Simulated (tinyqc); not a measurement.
Worked calculation: tight binding, honeycomb lattice. One step of it, computed by the program tinyqc.

Task: Bloch Hamiltonian at K. H_AB = -t1 (1 + exp(-i k.a1) + exp(-i k.a2)); H_AA = delta - 2 t2 sum cos(k.b + phi), H_BB = -delta - 2 t2 sum cos(k.b - phi), b = a1, a2 - a1, -a2.

Parameters chosen for this model:
```
parameter     value                        unit
t1         2.060000                 eV, nearest
t2                0       eV, second neighbours
phi        1.570000  rad, phase of t2 (Haldane)
delta             0          eV, +/- on A and B
```

k point K (fractions of the reciprocal vectors): [0.333333, 0.666667]

Give: H(k) at K.

Result:

H(k) at K (eV), order A, B:
$$\begin{pmatrix}
0.0000 & 0.0000 \\
0.0000 & 0.0000
\end{pmatrix}$$
